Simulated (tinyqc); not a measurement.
Worked calculation: Ewald sum of point charges, rock salt, strained along z by a factor 0.99, lattice. Computed by tinyqc, a small Python program that keeps every step. Command: `OMP_NUM_THREADS=1 python tinyqc.py 30628 30629 out.jsonl` (the two numbers bound the seeds that draw the settings). One thread of a shared host (Intel(R) Xeon(R) Processor @ 2.60GHz), about 0.04 s of CPU time with the checks.

## Ewald sum with eta = 0.37 1/bohr

cell vectors (rows) (bohr):
```
          1         2         3
1  0.000000  4.145000  4.104000
2  4.145000  0.000000  4.104000
3  4.145000  4.145000  0.000000
```

Charges:
```
q                f1        f2        f3
1.000000   0.000000  0.000000  0.000000
-1.000000  0.500000  0.500000  0.500000
```

Real space: 1/2 sum q_i q_j erfc(eta r)/r over all images with r > 0; reciprocal space: (2 pi/V) sum_(G != 0) exp(-G^2/4 eta^2)/G^2 |S(G)|^2 with S(G) = sum q exp(i G.r); self term -eta/sqrt(pi) sum q^2; background -pi Q^2/(2 V eta^2), Q the total charge.

Real-space shells (first ones):
```
r (bohr)   pairs  sum (hartree)
4.104000       4      -0.015476
4.145000       8      -0.029037
5.832996      16       0.003116
5.861915       8       0.001474
7.155758      16      -0.000202
8.208000       4       4.26e-06
8.290000       8       0.000007
9.195232      16      -1.30e-06
9.250239      16      -1.12e-06
9.268502      16      -1.07e-06
10.086293     16       1.04e-07
10.136466     32       1.79e-07
```

Reciprocal shells (first ones that count):
```
G^2 (1/bohr^2)  vectors  sum (hartree)
1.734879              8       0.034583
6.330462             16       4.30e-06
6.422743              8       1.79e-06
10.926046             8       2.82e-10
11.018327            16       4.73e-10
```

## The total does not depend on eta

The same sums for other eta.

Totals (hartree per cell):
```
eta            real  reciprocal       self  background        total
0.370000  -0.040117    0.034589  -0.417500    0.000000  -0.42302857
0.563000  -0.001454    0.213703  -0.635277    0.000000  -0.42302857
0.820000  -2.43e-06    0.502245  -0.925271    0.000000  -0.42302857
```

shortest distance = 4.104000 bohr

Madelung constant -E d / (formula units |q+ q-|) = 1.736109
